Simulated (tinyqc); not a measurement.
# Pull-up strength from the switching point

Problem. Transistor (EKV form, voltages against the body): I = 2 n b Vt^2 [F(vp - Vs) - F(vp - Vd)] from drain to source, F(v) = ln^2(1 + exp(v/(2 Vt))), vp = (Vg - VT + sg |Vd - Vs|)/n. n-channel bodies are at 0; for the p-channel device all voltages are counted down from Vdd. b in uA/V^2 gives I in uA. In an inverter In(Vg = Vd = VM) equals Ip at the switching point VM. Find bp and the current there.

Parameters, values chosen for the exercise:

| symbol | value | unit | meaning |
|---|---|---|---|
| T | 293 | K | temperature |
| Vdd | 0.9 | V | supply voltage |
| n | 1.32 |  | slope factor |
| sg | 0.028 |  | drain-induced barrier lowering |
| VTn | 0.26 | V | n-channel threshold |
| VTp | 0.41 | V | p-channel threshold (magnitude) |
| bn | 160 | uA/V^2 | gain factor of the pull-down transistor |

Constants: q = 1.602176634e-19 C, kB = 1.380649e-23 J/K, Vt = kB T/q. Results are converted to the units shown.

VM = 0.377042937 V

Answer. Ip is proportional to bp, so bp is In(VM) over the p-channel current for unit b.

bp = 160.0 uA/V^2
current at VM = 1.134 uA

Program tinyqc, `OMP_NUM_THREADS=1 python tinyqc.py 2340064 2340065 out.jsonl`; Intel Xeon 2.30GHz, shared host, one thread, about 0.03 s.
